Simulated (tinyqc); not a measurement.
Worked calculation: implant damage, amorphisation by cascade overlap, and solid-phase epitaxial regrowth. Computed by tinyqc, a small Python program that keeps every step. Command: `OMP_NUM_THREADS=1 python tinyqc.py 3112758 3112759 out.jsonl sper walk`. One thread of a shared host (Intel(R) Xeon(R) Processor @ 2.30GHz), about 0.01 s of CPU time with the checks. Intermediate numbers are printed to about 7 digits and carried at full precision; extremes and crossings named in words are read from the listed rows.

Range and width of the damage are inputs. Dynamic annealing enters only through the surviving share f.

Inputs (values chosen for the exercise, modelled on arsenic ions in silicon): atomic density N = 49.9 1/nm^3; ion Z1 = 33; ion mass M1 = 74.9 u; target Z2 = 14; target mass M2 = 28.09 u; ion energy E = 41 keV; displacement energy E_d = 14 eV; depth of the damage peak R_d = 28 nm; width of the damage profile s_d = 14 nm; share of defects that survive f = 0.48; critical displaced share x_c = 0.2; dose Q = 2.1e+14 1/cm^2; overlaps needed n = 1; area amorphised by one track A_i = 1.9 nm^2; regrowth prefactor v0 = 4.7e+15 nm/s; regrowth energy E_a = 2.69 eV; anneal temperature = 607 C; rate relative to (100) = 1; peak enhancement by the dopant = 5.6; ramp rate = 39 K/s.

Constants: a_0 = 0.529177210903 angstrom; e^2/(4 pi eps_0) = 14.39964548 eV angstrom; k_B = 8.617333262e-05 eV/K.

## Damage energy and displacements per ion

Robinson partition: eps = E a M2/(Z1 Z2 (e^2/(4 pi eps_0)) (M1 + M2)), a = 0.8853 a_0/sqrt(Z1^(2/3) + Z2^(2/3)); k = 0.0793 Z1^(2/3) Z2^(1/2) (M1 + M2)^(3/2)/((Z1^(2/3) + Z2^(2/3))^(3/4) M1^(3/2) M2^(1/2)); damage energy T_d = E/(1 + k (eps + 0.40244 eps^(3/4) + 3.4008 eps^(1/6))); displacements nu = 0.8 T_d/(2 E_d).

reduced energy eps = 0.1962750

k = 0.1155617

damage energy T_d = 30.68876 keV

T_d/E = 0.7485064

displacements per ion nu = 876.8217

25 % of the energy goes to electrons.

## The amorphous layer

Displaced share x(z) = f nu Q exp(-(z - R_d)^2/(2 s_d^2))/(sqrt(2 pi) s_d N); the layer is amorphous where x > x_c, between R_d -/+ s_d sqrt(2 ln(x_max/x_c)), the upper edge being cut at the surface. Threshold dose Q_c = Q x_c/x_max.

peak displaced share x_max = 0.5047233

threshold dose Q_c = 8.321392e+13 1/cm^2

upper edge = 8.950810 nm

lower edge = 47.04919 nm

The layer is buried, so it regrows from both sides and the two fronts meet in a defect plane.

## Damage left below the interface

Displaced atoms per area beyond the lower edge z2: f nu Q (1/2) erfc((z2 - R_d)/(sqrt2 s_d)); they are not removed by regrowth.

share of the damage beyond z2 = 0.08681115

displaced atoms beyond z2 = 7.672685e+15 1/cm^2

## Layer against dose

The formulas are those given above.

Dose series; the last column is f nu Q erfc((z2 - R_d)/(sqrt2 s_d))/2:
```
Q (1/cm^2)     x_max  upper edge (nm)  lower edge (nm)  displaced atoms beyond z2 (1/cm^2)
9.15e+13    0.219915         21.89997         34.10003                        1.276689e+16
1.25e+14    0.300431         15.37049         40.62951                        9.653799e+15
2.08e+14    0.499916          9.04953         46.95047                        7.697662e+15
3.33e+14    0.800347          4.68483         51.31517                        6.715978e+15
5.82e+14    1.398804          0.38729         55.61271                        5.948731e+15
9.99e+14    2.401041          0.00000         59.21303                        5.419753e+15
2.08e+15    4.999164          0.00000         63.52089                        4.891009e+15
4.16e+15    9.998327          0.00000         67.15926                        4.514114e+15
```

A dose 45 times larger moves the lower edge from 34.1 to 67.2 nm, as the root of a logarithm, and the damage beyond it falls by a factor 2.8, since the edge lies on an ever steeper tail. The layer reaches the surface at Q_c exp(R_d^2/(2 s_d^2)) = 6.15e14 per cm^2.

## Overlap model

Gibbons model: a point turns amorphous after n + 1 hits; with y = A_i Q the amorphous share is 1 - exp(-y) sum_(k=0..n) y^k/k!. Doses are set by y.

Amorphous share:
```
y      Q (1/cm^2)  direct impact (n = 0)    given n
0.1  5.263158e+12              0.0951626  0.0046788
0.3  1.578947e+13              0.2591818  0.0369363
0.6  3.157895e+13              0.4511884  0.1219014
1.0  5.263158e+13              0.6321206  0.2642411
2.0  1.052632e+14              0.8646647  0.5939942
3.0  1.578947e+14              0.9502129  0.8008517
5.0  2.631579e+14              0.9932621  0.9595723
8.0  4.210526e+14              0.9996645  0.9969808
```

At small y the share grows as y^2; between the first rows the exponent is 1.88.

## Isothermal regrowth

v = v0 x orientation factor x exp(-E_a/(k_B T)) x [1 + (enhancement - 1) exp(-(z - R_d)^2/(2 s_d^2))], T = anneal temperature + 273.15 K; the dopant is taken to follow the damage profile; the lower front moves from the lower edge z2 to the surface, or to the middle (z1 + z2)/2 of a buried layer with upper edge z1; time = int dz/v; the equivalent undoped distance is that time times the undoped velocity.

undoped velocity = 1.857966 nm/s

distance to regrow = 19.04919 nm

time without enhancement = 10.25271 s

equivalent undoped distance = 4.418328 nm

time with enhancement = 2.378046 s

The rate doubles for each 17 K or so near this temperature.

## Regrowth during a ramp

On a linear ramp from 200 C regrowth ends at the T_f where int v_undoped dT/(ramp rate) equals the equivalent undoped distance.

temperature at which regrowth ends = 640.4655 C

Checks made by the program: tail against quadrature of x(z) N (relative difference below 1e-10).
